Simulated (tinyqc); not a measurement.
Length of a polyene: Hueckel, PPP and singles CI along the polyenes. Computed by the program tinyqc. 

All-trans chains of carbon centres 1.40 angstrom apart:
```
parameter                               value
beta (eV), times 1 +/- alternation  -2.150000
alternation                          0.170000
W (eV)                              11.160000
gamma_rr (eV)                       10.250000
repulsion formula                          MN
```

Hueckel uses the same beta without repulsion; CIS keeps all single excitations and so misses the low, doubly excited 2Ag state. W is the valence ionisation energy of a centre, MN the Mataga-Nishimoto formula, f the oscillator strength.

Gaps and excitations (eV):
```
centres  Hueckel gap  PPP orbital gap  bright singlet (CIS)       f  lowest triplet (CIS)
2             5.0310          10.1649                7.5890  0.6507                2.4730
4             3.5536           8.2654                5.5676  0.8919                1.8632
6             2.8781           7.3418                4.7016  1.2134                1.5919
8             2.5000           6.8123                4.2158  1.5110                1.4499
10            2.2619           6.4778                3.9133  1.7960                1.3669
12            2.1003           6.2522                3.7121  2.0754                1.3144
14            1.9845           6.0928                3.5718  2.3534                1.2793
```

The Hueckel gap tends to 4 x alternation x |beta| = 1.46 eV for long chains. Exchange opens the PPP orbital gap, and the attraction of electron and hole brings the bright state 2.52 eV below it at 14 centres; the triplet lies 2.29 eV lower still.
